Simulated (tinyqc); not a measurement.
Tunnelling through a two-layer gate stack, WKB transmission and Tsu-Esaki current: effect of temperature.

Electrons leave the emitter at x = 0. Energies E (motion across the layers) are in eV from the emitter Fermi level; the collector Fermi level lies at -V and offers states at every E. No charge in the dielectric and no image force: F1 = V/(t1 + t2 eps1/eps2), F2 = F1 eps1/eps2; U = phi1 - F1 x in layer 1 and phi2 - F1 t1 - F2 (x - t1) in layer 2. With C = hbar^2/(2 m0), kappa = sqrt(m (U - E)/C) where U > E and 0 elsewhere; T(E) = exp(-S), S = 2 times the integral of kappa over x.

Each layer adds (2/F) sqrt(m/C) [G(u at its left edge) - G(u at its right edge)] to S, with u = U - E (0 where negative) and G(u) = (2/3) u^1.5. J = J0 times the integral of T(E) N(E) dE, N = ln[(1 + exp(-E/Vt))/(1 + exp((-E - V)/Vt))], J0 = q^2 me m0 kB T/(2 pi^2 hbar^3) (times 1e-4 for A/cm^2 per eV), from E = -Ef to far above the barrier (T = 1 there), by quadrature converged to the digits shown.

Inputs (values chosen for the exercise); layer 1 close to silicon dioxide, layer 2 close to hafnium oxide:
- Ef = 2.4 eV (Fermi energy of the emitter above its band bottom)
- me = 0.36 m0 (emitter mass in the supply function)
- phi1 = 3.13 eV (barrier of layer 1 above the emitter Fermi level at zero bias)
- m1 = 0.5 m0 (tunnelling mass of layer 1)
- t1 = 1.2 nm (thickness of layer 1)
- eps1 = 3.9 (relative permittivity of layer 1)
- phi2 = 1.43 eV (barrier of layer 2 at zero bias)
- m2 = 0.2 m0 (tunnelling mass of layer 2)
- t2 = 1.3 nm (thickness of layer 2)
- eps2 = 22.7 (relative permittivity of layer 2)
- V = 1 V (voltage across the dielectric)

Constants: q = 1.602176634e-19 C, kB = 1.380649e-23 J/K, hbar = 1.054571817e-34 J s, m0 = 9.1093837015e-31 kg, Vt = kB T/q, hbar^2/(2 m0) = 0.0380998212 eV nm^2. Results are converted to the units shown.

Effect of temperature:
```
T (K)	J (A/cm^2)	mean E of the current (eV)
50	1.425	-0.3646
100	1.430	-0.3634
200	1.449	-0.3584
300	1.482	-0.3499
400	1.532	-0.3373
500	1.602	-0.3199
600	1.700	-0.2954
750	1.940	-0.2348
```

What does the table show?

Between 50 and 300 K the current changes by a factor of 1.04, and between 300 and 750 K by 1.31; the mean energy of the current rises from -0.365 to -0.235 eV. The transmission grows by a factor e over d = 0.146 eV near E = 0, equal to kB T/q at 1700 K: far below that temperature the thermal tail adds little.

Numbers from tinyqc (`OMP_NUM_THREADS=1 python tinyqc.py 2540151 2540152 out.jsonl`; about 0.06 s on one thread of a shared Intel Xeon 2.30GHz).
